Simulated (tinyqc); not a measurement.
Capacitance measurement on a leaky thin oxide: effects of series resistance and leakage: two steps of the calculation.

The device is a capacitance C in parallel with a leakage conductance G, in series with Rs and Ls. An impedance meter reports either a parallel pair (Cp, Gp) from Y = 1/Z = Gp + i w Cp or a series pair (Cs, Rm) from Z = Rm + 1/(i w Cs); w = 2 pi f, dissipation D = Gp/(w |Cp|).

Values chosen for this exercise; values of the order met in thin-oxide MOS capacitors: relative permittivity of the gate insulator (close to silicon dioxide) eox = 3.9; insulator thickness tox = 1.1 nm; gate area A = 400 um^2; oxide-equivalent thickness added by the accumulation layer zc = 0.36 nm; oxide-equivalent thickness added by gate depletion zp = 0.25 nm; gate leakage current density, not matched to the thickness Jg = 0.011 A/cm^2; voltage for an e-fold rise of the leakage Vs = 0.43 V; series resistance Rs = 21 ohm; series inductance Ls = 0 nH; measuring frequency f = 50000 Hz.

Constants: eps0 = 8.8541878128e-14 F/cm where lengths are in cm. Results are converted to the units shown.

Task 1. True capacitance and conductance. EOT = 3.9 tox/eox; CET = EOT + zc + zp; C = 3.9 eps0 A/CET; G = Jg A/Vs.

Give: EOT; CET; C; G.

Result 1.

EOT = 1.1000 nm
CET = 1.7100 nm
C = 8.0775 pF
G = 0.10233 uS

Task 2. What the meter reports. Z = Rs + i w Ls + 1/(G + i w C).

C = 8.0775047 pF
G = 0.10232558 uS

Wanted: Z; Cp; Gp; Cs; D.

Result 2.

Z = (0.1589-3.9343i) x 1e5 ohm
Cp = 8.0775 pF
Gp = 0.10246 uS
Cs = 8.0906 pF
D = 0.040377

Cp is within 0.01 % of C and Cs is 0.16 % above it; G Rs = 2.15e-6, w C Rs = 5.33e-5 and G/(w C) = 0.0403.

Numbers from tinyqc (`OMP_NUM_THREADS=1 python tinyqc.py 2022098 2022099 out.jsonl`; about 0.01 s on one thread of a shared Intel Xeon 2.30GHz).
